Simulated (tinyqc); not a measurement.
Programming of a floating-gate cell by Fowler-Nordheim tunnelling: effect of the gate voltage.

Per tunnel area the floating gate has Ctun = 3.9 eps0/tox to the channel (0 V) and Ccg to the control gate, Ct = Ctun/(1 - ag), no other coupling. With the threshold shift U = -Q/Ccg the field is F = ag (Vg - U)/tox, and dU/dt = J/Ccg. Fowler-Nordheim: J = A F^2 exp(-B/F), A = q^2/(16 pi^2 hbar mo phi) (times 1e14 for A/cm^2 with F in V/nm, emitter mass m0), B = (4/3) sqrt(mo/C) phi^1.5, C = hbar^2/(2 m0).

After 0.0006 s. Exact: exp(B/F(t)) = exp(B/F(0)) + K t, K = A B ag/(Ccg tox), and U = Vg - tox F/ag.

Parameters, values chosen for the exercise; oxide values close to those of silicon dioxide:
```
symbol  value  unit                       meaning
phi      3.09    eV                tunnel barrier
mo       0.45    m0               tunnelling mass
tox       9.7    nm        tunnel oxide thickness
ag       0.64               coupling ratio Ccg/Ct
Vt0      -2.9     V  threshold shift at the start
```

Constants: q = 1.602176634e-19 C, hbar = 1.054571817e-34 J s, m0 = 9.1093837015e-31 kg, eps0 = 8.8541878128e-14 F/cm where lengths are in cm, hbar^2/(2 m0) = 0.0380998212 eV nm^2. Results are converted to the units shown.

Effect of the gate voltage:
```
Vg (V),F (V/nm),J (A/cm^2),U (V)
10.9,0.9036,9.870e-5,-2.796
11.5,0.9307,2.337e-4,-2.607
12.2,0.9493,4.106e-4,-2.189
12.8,0.9565,5.076e-4,-1.698
13.4,0.9596,5.553e-4,-1.144
14,0.9609,5.765e-4,-0.5637
14.7,0.9615,5.869e-4,0.1270
15.3,0.9617,5.907e-4,0.7236
15.9,0.9618,5.924e-4,1.322
```

What does the table show?

U rises from -2.80 to 1.32 V, by 0.31 V a volt between the first two rows and 0.997 between the last two: once K t exceeds exp(B/F(0)) the final field, 0.962 V/nm, no longer depends on Vg. In 2 of the 9 rows the starting field exceeds 12 MV/cm, where the oxide would wear out or break down quickly.

Range of the model: Programming fields of 10 MV/cm and more wear the oxide; trapping and the channel potential are ignored.

Program tinyqc, `OMP_NUM_THREADS=1 python tinyqc.py 2130126 2130127 out.jsonl`; Intel Xeon 2.30GHz, shared host, one thread, about 0.02 s.
